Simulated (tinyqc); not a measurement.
Inside a calculation. Method: Pariser-Parr-Pople SCF with singles CI, for the molecule ClC1=CC=C2C=CC=C12 (SMILES; centres numbered as the heavy atoms are written). One step of it, computed by the program tinyqc.

Question. Iteration 1: orbitals and new P. Diagonalise F (the basis is taken as orthonormal) and form P = 2 sum c c over the lowest orbitals.

F (eV), lower triangle:
```
            1Cl         2C         3C         4C         5C         6C         7C         8C
1Cl  -16.374747
2C    -3.649241  -7.041951
3C    -0.064121  -3.719046  -5.705648
4C     0.613972   0.116864  -4.436748  -4.409515
5C     0.106575   0.161372   0.392073  -3.649479  -3.760120
6C    -0.429481   0.107133   0.231313  -0.083173  -3.906535  -3.465482
7C    -0.029506   0.067419  -0.216158   0.091259   0.425158  -4.145975  -3.653971
8C     0.607769  -0.074312  -0.072651   0.131850   0.379921   0.344122  -4.107044  -4.211443
9C    -0.006460  -3.535048   0.435007   0.151540  -3.835088   0.409781   0.434039  -3.962863

           9C
9C  -4.704401
```

pi electrons, sum of z_r less the charge = 10

Give: orbital energies; P after iteration 1.

Answer.

orbital energies (eV): -17.910  -12.637  -10.258  -8.732  -7.283  -4.360  1.054  3.037  3.762

P after iteration 1, lower triangle:
```
        1Cl      2C      3C      4C      5C      6C      7C     8C
1Cl   1.886
2C    0.315   0.960
3C   -0.103   0.578   1.209
4C   -0.135   0.088   0.683   0.835
5C    0.024  -0.134  -0.200   0.527   1.152
6C    0.192  -0.362  -0.060   0.306   0.527   0.783
7C    0.043  -0.109   0.164  -0.045  -0.182   0.615   1.128
8C   -0.191   0.306  -0.016  -0.305  -0.175   0.152   0.700  0.870
9C   -0.107   0.551  -0.273  -0.117   0.547  -0.098  -0.200  0.465

       9C
9C  1.177
```
